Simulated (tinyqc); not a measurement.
# Inputs raised by 5 %, one at a time

Model: two coupled magnetic layers: synthetic antiferromagnet, spin flop, exchange bias and magnetoresistance. Computed by tinyqc, a small Python program. Command: `OMP_NUM_THREADS=1 python tinyqc.py 3018355 3018356 out.jsonl saf sens`. One thread of a shared host (Intel(R) Xeon(R) Processor @ 2.30GHz), about 1 s of CPU time with the checks.

Moments lie in the plane at the angles p1, p2 from the field. Energy per area: E = J1 cos(p1 - p2) + J2 cos^2(p1 - p2) - B M_s (t1 cos p1 + t2 cos p2) + K (t1 sin^2 p1 + t2 sin^2 p2).

Inputs (values chosen for the exercise, for a model stack): saturation magnetisation M_s = 1460 kA/m; thickness t1 = 4.1 nm; thickness t2 = 4.1 nm; antiferromagnetic coupling J1 = 0.76 mJ/m^2; biquadratic coupling J2 = 0 mJ/m^2; in-plane anisotropy K = 6.3 kJ/m^3; field over the saturation field = 0.33.

Field direction: along the easy axis.

Method:
- The parallel state is stable while the Hessian at p1 = p2 = 0 is positive: with c = J1 + 2 J2 and u = B M_s + 2K, (u t1 - c)(u t2 - c) > c^2, so B_sat M_s = c (1/t1 + 1/t2) - 2K. B_K = 2K/M_s.
- With p1 = 0, p2 = 180 degrees and c2 = J1 - 2 J2 the Hessian is [[c2 + t1 (2K + b), -c2], [-c2, c2 + t2 (2K - b)]], b = B M_s; its determinant vanishes at the positive root of t1 t2 b^2 - c2 (t1 - t2) b - [2K c2 (t1 + t2) + 4 K^2 t1 t2] = 0.
- The lowest minimum of E over both angles (from five starts; of two mirror images the one with p1 >= 0, and for equal layers |p1| <= |p2|).

Runs; columns: (1) input moved; (2) from; (3) to; (4) saturation field B_sat (mT); (5) stability limit B_sf of the antiparallel state (mT); (6) m/m_sat along B; (7) energy (mJ/m^2):
```
(1)                                      (2)     (3)     (4)     (5)      (6)       (7)
base run                                   -       -  245.30  47.601  0.33000  -0.86824
saturation magnetisation M_s (kA/m)     1460    1533  233.61  45.335  0.33000  -0.86824
thickness t1 (nm)                        4.1   4.305  239.25  50.170  0.32887  -0.86814
thickness t2 (nm)                        4.1   4.305  239.25  44.124  0.32887  -0.86814
antiferromagnetic coupling J1 (mJ/m^2)  0.76   0.798  257.99  48.739  0.33000  -0.91452
in-plane anisotropy K (kJ/m^3)           6.3   6.615  244.86  48.817  0.33000  -0.86538
field over the saturation field         0.33  0.3465  245.30  47.601  0.34650  -0.88463
```

Exponents ln(y'/y) / ln(x'/x):
```
input                            saturation field B_sat  stability limit B_sf of the antiparallel state  m/m_sat along B  energy
saturation magnetisation M_s                     -1.000                                          -1.000             0.00   0.000
thickness t1                                     -0.511                                           1.077            -0.07  -0.003
thickness t2                                     -0.511                                          -1.555            -0.07  -0.003
antiferromagnetic coupling J1                     1.034                                           0.484             0.00   1.064
in-plane anisotropy K                            -0.036                                           0.517             0.00  -0.068
field over the saturation field                   0.000                                           0.000             1.00   0.383
```

To which inputs is each result most sensitive?

Among the inputs moved here: saturation field B_sat answers most in size to antiferromagnetic coupling J1 (exponent +1.034), next to saturation magnetisation M_s (-1.000); its exponent is below 0.0005 for field over the saturation field. Its exponent -1.000 in saturation magnetisation M_s: energy per area over moment per area. Its exponent +1.034 in antiferromagnetic coupling J1: coupling rules over anisotropy. Stability limit B_sf of the antiparallel state answers most in size to thickness t2 (exponent -1.555), next to thickness t1 (+1.077); its exponent is below 0.0005 for field over the saturation field. Its exponent +0.484 in antiferromagnetic coupling J1: the geometric mean of coupling and anisotropy. Its exponent +0.517 in in-plane anisotropy K: the geometric mean of coupling and anisotropy. m/m_sat along B answers most in size to field over the saturation field (exponent +1.000), next to thickness t1 (-0.070); its exponent is below 0.0005 for saturation magnetisation M_s, antiferromagnetic coupling J1, in-plane anisotropy K. energy answers most in size to antiferromagnetic coupling J1 (exponent +1.064), next to field over the saturation field (+0.383); its exponent is below 0.0005 for saturation magnetisation M_s.
